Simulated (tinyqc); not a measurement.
Smearing for a one-band metal on the bcc lattice: one step. Levels on the mesh.

Lattice vectors (units of a): a1 = (-1/2, 1/2, 1/2), a2 = (1/2, -1/2, 1/2), a3 = (1/2, 1/2, -1/2). E(k) = -t A_1(k) - t2 A_2(k), A_m the sum of cos(k . R) over the 8 nearest and 6 second lattice vectors. Mesh k = sum (j_i/N) b_i, j_i = 0 .. N-1.

Inputs chosen for the exercise: t = 0.84 eV (nearest hopping); t2 = -0.03 eV (second hopping); N = 4 (unshifted mesh).

Task: Evaluate the band and collect equal energies with their counts.

Give: Distinct levels.

Result:

Distinct levels:
```
E_k (eV)  points
-6.5400        1
-3.3000       12
-0.1800        2
-0.0600       30
0.0600         6
3.4200        12
6.9000         1
```

7 distinct levels; the mean spacing is 2.240 eV.

Computed by tinyqc, a small Python program: `OMP_NUM_THREADS=1 python tinyqc.py 1680335 1680336 out.jsonl` (the numbers bound the seed that draws the inputs); one thread of a shared host (Intel(R) Xeon(R) Processor @ 2.30GHz), about 0.3 s for the whole set of steps.
